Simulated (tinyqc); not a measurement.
Ways to converge the cycle: SCF convergence aids in the 3-21g basis, for HeH+, spin multiplicity 1. Computed by the program tinyqc with PySCF. RHF with one setting changed at a time; a run stops when the energy changes by less than 1e-09 hartree and the error matrix is below 1e-5. The start is random orbitals. Damping d keeps d of the old density; a shift (hartree) raises the virtual levels; DIIS n extrapolates F over n matrices.

Geometry (angstrom):
```
atom       x       y       z
He    0.0000  0.0000  0.0000
H     0.0000  0.0000  1.0110
```

lowest restricted solution found by these runs and by PySCF = -2.876078 hartree

Largest element of the error matrix X^T (FDS - SDF) X:
```
iteration    plain  damping 0.3  damping 0.6  shift 0.4   DIIS 3   DIIS 8
1          1.4e+00      1.4e+00      1.4e+00    1.4e+00  1.4e+00  1.4e+00
2          2.3e-01      5.7e-01      9.4e-01    3.9e-01  2.3e-01  2.3e-01
3          4.8e-02      2.1e-01      6.1e-01    1.3e-01  3.1e-02  3.1e-02
4          1.0e-02      8.2e-02      3.9e-01    5.0e-02  4.0e-03  4.0e-03
5          2.1e-03      3.7e-02      2.5e-01    1.9e-02  2.5e-04  2.0e-04
6          4.3e-04      1.7e-02      1.6e-01    6.9e-03  4.4e-05  1.5e-05
8          2.0e-05      3.3e-03      6.3e-02    9.9e-04  1.6e-07        -
10               -      6.4e-04      2.9e-02    1.5e-04        -        -
14               -      2.5e-05      6.3e-03    4.5e-06        -        -
20               -      2.0e-07      6.3e-04          -        -        -
30               -            -      1.4e-05          -        -        -
```

How each run ends:
```
run          iterations  E (hartree)         state
plain                 9     -2.87608  lowest found
damping 0.3          20     -2.87608  lowest found
damping 0.6          42     -2.87608  lowest found
shift 0.4            14     -2.87608  lowest found
DIIS 3                8     -2.87608  lowest found
DIIS 8                7     -2.87608  lowest found
```

What does the comparison show, and why?

6 of 6 runs reach the lowest restricted solution found, in 7 to 42 iterations (fastest: DIIS 8). Plain steps already contract here, so damping only slows them. DIIS 3 and DIIS 8 gain by cancelling the error over several earlier matrices, much as a quasi-Newton step does.
